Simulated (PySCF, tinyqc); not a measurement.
RHF in the 3-21g basis, for H3-, spin multiplicity 1, step by step. The basis has no diffuse functions, so it cannot describe the extra electron: this is an exercise in the method, not the real anion. The lowest restricted solution is unstable here: a spin-polarised one lies 0.0880 hartree lower (PySCF). One step of it, computed by the program tinyqc.

Task: Orthogonalisation. S = U s U^T; canonical form X = U s^(-1/2), so that X^T S X = 1. Each column of U has its largest component positive (the first on a tie).

overlap S, lower triangle:
```
          1H 1s     1H 2s     2H 1s     2H 2s     3H 1s     3H 2s
1H 1s  1.000000
1H 2s  0.645899  1.000000
2H 1s  0.059790  0.245000  1.000000
2H 2s  0.245000  0.555808  0.645899  1.000000
3H 1s  0.059889  0.245145  0.059889  0.245145  1.000000
3H 2s  0.245145  0.556008  0.245145  0.556008  0.645899  1.000000
```

Give: eigenvalues of S; X.

Result:

eigenvalues of S: 0.2207  0.2208  0.3761  1.1633  1.1636  2.8555

X:
```
             1        2        3        4        5       6
1H 1s   0.4228  -0.7325   0.7877  -0.3307   0.5726  0.1871
1H 2s  -0.7591   1.3145  -0.5156  -0.1842   0.3191  0.2859
2H 1s   0.4228   0.7325   0.7877  -0.3307  -0.5726  0.1871
2H 2s  -0.7591  -1.3145  -0.5156  -0.1842  -0.3191  0.2859
3H 1s  -0.8458   0.0000   0.7877   0.6613   0.0000  0.1871
3H 2s   1.5183   0.0000  -0.5155   0.3684   0.0000  0.2859
```
